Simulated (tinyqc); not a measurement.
Drifting, spreading and decaying minority pulse (Haynes-Shockley), explicit time steps: two steps of the calculation.

Low injection in a uniform field: dn/dt = D d2n/dx2 - v dn/dx - n/tau with D = mu Vt and v = mu F towards +x. Exact solution on an infinite bar for a Gaussian start at x0: n = N0 exp(-t/tau) exp(-(x - x0 - v t)^2/(2 s^2))/sqrt(2 pi s^2), s^2 = s0^2 + 2 D t.

Values chosen for this exercise; mobility close to that of indium phosphide at room temperature: temperature T = 250 K; minority-carrier mobility mu = 4970 cm^2/(V s); sweep field along the drift F = 43 V/cm; mesh step hx = 8.3 um; lifetime tau = 3.2e-8 s; time step dt = 1.3e-9 s.

Constants: q = 1.602176634e-19 C, kB = 1.380649e-23 J/K, Vt = kB T/q. Results are converted to the units shown.

Question 1. Coefficients of the scheme. Exponentially fitted fluxes: d = F hx/Vt, B(d) = d/(exp(d) - 1), k = D dt/hx^2; (L n)_i = a n_(i-1) + b n_i + c n_(i+1) with a = k B(-d), c = k B(d), b = -a - c - dt/tau. Explicit steps keep n positive for dt up to 1/[(D/hx^2)(B(d) + B(-d)) + 1/tau].

Give: D; v; d; a; b; c; positivity limit of dt.

Answer 1.

D = 107.07 cm^2/s
v = 2.1371e5 cm/s
d = 1.6567
a = 0.41364
b = -0.53318
c = 0.078912
positivity limit of dt = 2.4382e-9 s

Question 2. Densities after a time step. (L n)_i = a n_(i-1) + b n_i + c n_(i+1), n = 0 beyond the ends. Explicit step: n(new) = n + L n.

a = 0.41363832
b = -0.53317514
c = 0.078911815

```
node,n at t = 1 dt (1e12 cm^-3)
1,0.1884785
2,1.2157139
3,4.0541969
4,7.1470034
5,6.6267742
6,3.1120972
7,0.6862053
8,0.0660935
9,0.0026601
```

Wanted: n at t = 2 dt.

Answer 2.

```
node,n at t = 2 dt (1e12 cm^-3)
1,0.1839
2,0.9654
3,2.9594
4,5.5363
5,6.2954
6,4.2480
7,1.6128
8,0.3149
9,0.0286
```

Computed by the program tinyqc: `OMP_NUM_THREADS=1 python tinyqc.py 2310110 2310111 out.jsonl`, one thread of a shared Intel Xeon 2.30GHz, about 0.01 s for the whole run.
